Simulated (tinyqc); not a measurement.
Worked calculation: switching kinetics of a ferroelectric film and the memory window of a ferroelectric gate stack. Computed by tinyqc, a small Python program that keeps every step. Command: `OMP_NUM_THREADS=1 python tinyqc.py 3015455 3015456 out.jsonl feswitch walk`. One thread of a shared host (Intel(R) Xeon(R) Processor @ 2.30GHz), about 0.02 s of CPU time with the checks. Intermediate numbers are printed to about 5 digits and carried at full precision; extremes and crossings named in words are read from the listed rows.

Fields in MV/cm; 1 microcoulomb/cm^2 over eps_0 is 11.29409 MV/cm. In the stack (metal, ferroelectric, interlayer, channel) the channel is taken as a conductor.

Inputs (values chosen for the exercise, for a model film):
```
quantity                                   value               unit
saturation polarisation P_s                   34  microcoulomb/cm^2
ratio P_r/P_s                               0.78                  -
coercive field E_c                           1.3              MV/cm
permittivity of the ferroelectric eps_F       41                  -
thickness t_F                                 11                 nm
permittivity of the interlayer eps_I         5.5                  -
interlayer thickness t_I                     1.6                 nm
share s of P screened by trapped charge     0.88                  -
pulse height V                                 6                  V
time constant t_inf                      1.2e-11                  s
activation field E_a                         7.9              MV/cm
Merz exponent alpha                            1                  -
dimension n                                    2                  -
half width w of log10 t                     0.53                  -
pulse length t_p                         5.3e-08                  s
breakdown field of the interlayer             16              MV/cm
```

Kinetics: nucleation-limited (NLS).

## The hysteresis loop

Saturated branches: P(E) = P_s tanh[(E -/+ E_c)/(2 delta)], delta = E_c/ln[(1 + P_r/P_s)/(1 - P_r/P_s)]; D = P + eps_0 eps_F E.

delta = 0.62179 MV/cm

P on both branches (microcoulomb/cm^2) at E/E_c = -3, -2, -1, -0.5, 0, 0.5, 1, 1.5, 2, 3:
```
E (MV/cm)  rising branch  falling branch
-3.90            -33.984         -32.977
-2.60            -33.872         -26.520
-1.30            -32.977           0.000
-0.65            -31.168          16.312
0.00             -26.520          26.520
0.65             -16.312          31.168
1.30               0.000          32.977
1.95              16.312          33.637
2.60              26.520          33.872
3.90              32.977          33.984
```

peak differential permittivity eps_F + P_s/(2 delta eps_0) = 349.79

## Memory window

At threshold the channel charge is negligible, so D = 0 on each branch: (1 - s) P(E) + eps_0 eps_F E = 0, with the screened share s. The rising branch has the root E0 between 0 and E_c; window = 2 E0 t_F; its upper bound is 2 E_c t_F.

field E0 = 0.58397 MV/cm

memory window = 1.2847 V

bound 2 E_c t_F = 2.86 V

fixed-charge estimate 2 (1 - s) P_r t_F/(eps_0 eps_F) = 1.9286 V

Charge and coercive field both limit the window.

## Fields in the stack

Series stack: V = E_F t_F + E_I t_I and eps_I E_I = eps_F E_F + (1 - s) P/eps_0. Before switching P = -P_r, after it P = +P_s; in retention V = 0 and P = +P_r.

E_F before switching = 3.0730 MV/cm

E_F after switching = 2.0323 MV/cm

E_I after switching = 23.528 MV/cm

depolarising field in retention = 0.45605 MV/cm

depolarising field over E_c = 0.35081

The interlayer field exceeds its breakdown field. Caution: the interlayer field exceeds its breakdown field, so charge injection would change the fields.

## Switched share after the pulse

Merz's law: t1 = t_inf exp[(E_a/E)^alpha] at the mean of the fields before and after switching. NLS: switched share = integral of [1 - exp(-(t/tau)^n)] F(z) dz over z = log10 tau, with the Lorentzian F = (1/pi) w/[(z - log10 t1)^2 + w^2].

mean field = 2.5527 MV/cm

switching time t1 = 2.6500e-10 s

switched share = 0.93077

t_p is 200 t1. A field higher by 10 % would shorten t1 by a factor 1.3. The step approximation 1/2 + arctan[log10(t_p/t1)/w]/pi gives 0.928.

## KAI against NLS in time

KAI: 1 - exp[-(t/t1)^n]. NLS: the same kernel averaged over the Lorentzian F = (1/pi) w/[(z - log10 t1)^2 + w^2] in z = log10 tau.

Switched share:
```
log10(t/t1)     KAI      NLS
-3.0         0.0000  0.05864
-2.0         0.0001  0.08995
-1.0         0.0100  0.18649
-0.5         0.0952  0.32316
-0.2         0.3284  0.45632
0.0          0.6321  0.55745
0.2          0.9189  0.65261
0.5          1.0000  0.76046
1.0          1.0000  0.85433
2.0          1.0000  0.92110
3.0          1.0000  0.94615
```

KAI goes from 10 to 90 % within 0.67 decades of time; a Lorentzian of this width needs about 2 w tan(0.4 pi) = 3.3 decades. Three decades after t1, 5.4 % of the NLS film has not switched, and three decades before it 5.9 % already has: the tails set write margins and disturb errors.

## Interlayer thickness

Series stack: V = E_F t_F + E_I t_I and eps_I E_I = eps_F E_F + (1 - s) P/eps_0. E_I is for P = +P_s at the pulse height, the depolarising field for P = +P_r at V = 0; V needed puts E_F = 1.5 E_c after switching.

Stack against t_I:
```
t_I (nm)  E_F after (MV/cm)  E_I (MV/cm)  depolarising field / E_c  V needed (V)
0.3                  4.3431       40.754                   0.11393        2.8324
0.5                  3.7896       36.628                   0.17067        3.2907
0.8                  3.1419       31.799                   0.23707        3.9782
1.2                  2.5041       27.045                   0.30244        4.8947
1.6                  2.0323       23.528                   0.35081        5.8113
2.0                  1.6691       20.820                   0.38804        6.7279
3.0                  1.0450       16.168                   0.45201        9.0194
```

Each nanometre of interlayer costs 2.29 V, against 0.20 V for a nanometre of ferroelectric. The depolarising field grows from 0.11 to 0.45 E_c. At E_F = 1.5 E_c the interlayer carries (1.5 eps_F E_c + (1 - s) P_s/eps_0)/eps_I = 22.9 MV/cm whatever its thickness, above its breakdown field of 16 MV/cm, so the voltages in the last column could not be applied without breakdown. Caution: rows with E_I above the breakdown field of the interlayer cannot be reached without charge injection. Caution: where E_F after switching is below E_c the switching stalls before P_s, and where the depolarising field exceeds E_c the state switches back, so those rows describe states that are not held.

Checks made by the program: the remanence (relative difference below 1e-10).
